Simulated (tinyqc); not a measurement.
Worked calculation: tight binding, honeycomb lattice. One step of it, computed by the program tinyqc.

Problem. Levels at k. Diagonalise the Hermitian matrix.

H(k) at k (eV), order A, B:
$$\begin{pmatrix}
0.271373 & 1.217386+2.323037i \\
1.217386-2.323037i & 0.406280
\end{pmatrix}$$

Give: eigenvalues; weights |c|^2 of the basis functions.

Solution.

eigenvalues (eV): [-2.2847, 2.9624]

weights |c|^2 of the basis functions, order A, B:
$$\begin{pmatrix}
0.5129 & 0.4871 \\
0.4871 & 0.5129
\end{pmatrix}$$
